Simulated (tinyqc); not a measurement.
## Metal-interlayer-semiconductor contact, depinning against tunnelling resistance: contact resistivity against the conduction-band offset of the interlayer above the semiconductor

Zero bias, n-type semiconductor. Gap states at the semiconductor surface thin out as exp(-be ti), which unpins the barrier; electrons must then cross the interlayer (a rectangular barrier, no voltage drop across it) and the parabolic depleted layer, both by WKB. Energies E are counted from the Fermi level; no image force, parabolic bands.

S = 1/(1 + (1/S0 - 1) exp(-be ti)); phiB = S (phiM - chi) + (1 - S)(Eg - E0); xi = Ec - EF deep inside, from Nd = Nc F(-xi/Vt), F(x) = (2/sqrt(pi)) int_0^infinity sqrt(u) du/(1 + exp(u - x)); band bending U = phiB - xi; E00 = (hbar/2) sqrt(Nd/(eps0 eps_r mt m0)) in volts; A = 4 pi q mA m0 kB^2/h^3. With U = phiB - xi: for xi < E < phiB, y = (E - xi)/U and G1 = (U/E00) [sqrt(1 - y) - y ln((1 + sqrt(1 - y))/sqrt(y))], G1 = 0 above phiB; G2 = 2 ti sqrt(mi max(phiB + dE - E, 0)/C), C = hbar^2/(2 m0); f = 1/(1 + exp(E/Vt)); 1/rho_c = (A T^2/Vt^2) times the integral of exp(-G1 - G2) f over E from xi upwards. Shares under 0.001 % are printed as 0; rows without band bending are left out.

Values chosen for this exercise; semiconductor values close to those of gallium arsenide; interlayer mass of the order of that in lanthanum oxide, offset chosen freely:

| symbol | value | unit | meaning |
|---|---|---|---|
| T | 300 | K | temperature |
| Eg | 1.36 | eV | band gap |
| eps_r | 13.1 |  | relative permittivity |
| chi | 4.12 | eV | electron affinity |
| Nc | 4.4e17 | cm^-3 | conduction-band density of states at T |
| mt | 0.065 | m0 | tunnelling mass in the semiconductor |
| mA | 0.0673 | m0 | Richardson mass |
| Nd | 8.9e17 | cm^-3 | donor density |
| E0 | 0.51 | eV | charge-neutrality level above the valence band |
| S0 | 0.1 |  | pinning factor without interlayer |
| phiM | 4.21 | eV | metal work function |
| ti | 1.2 | nm | interlayer thickness |
| mi | 0.29 | m0 | tunnelling mass in the interlayer |
| be | 1.9 | 1/nm | decay constant of gap states through the interlayer |

Constants: q = 1.602176634e-19 C, kB = 1.380649e-23 J/K, eps0 = 8.8541878128e-12 F/m, hbar = 1.054571817e-34 J s, h = 6.62607015e-34 J s, m0 = 9.1093837015e-31 kg, Vt = kB T/q, hbar^2/(2 m0) = 0.0380998212 eV nm^2. Results are converted to the units shown.

The same in every row: S = 0.521; phiB (eV) = 0.454; E00/Vt = 0.734; rho_c with G2 = 0 (ohm cm^2) = 0.0116.

Contact resistivity against the conduction-band offset of the interlayer above the semiconductor:
```
dE (eV),rho_c (ohm cm^2),peak of the integrand (eV),share above phiB (%)
0,0.141,0.329,9.26
0.5,2.66,0.291,1.85
1,15.3,0.284,1.47
1.5,61.8,0.281,1.32
2,205,0.278,1.23
2.5,593,0.277,1.17
3,1.56e3,0.276,1.13
```

What does the comparison show?

As dE goes from 0 to 3, phiB stays at 0.454 eV and rho_c rises from 0.141 to 1560 ohm cm^2. The ratio of rho_c to its value with G2 = 0 runs from 12.2 to 1.35e5.

Computed by the program tinyqc: `OMP_NUM_THREADS=1 python tinyqc.py 2270087 2270088 out.jsonl`, one thread of a shared Intel Xeon 2.30GHz, about 0.02 s for the whole run.
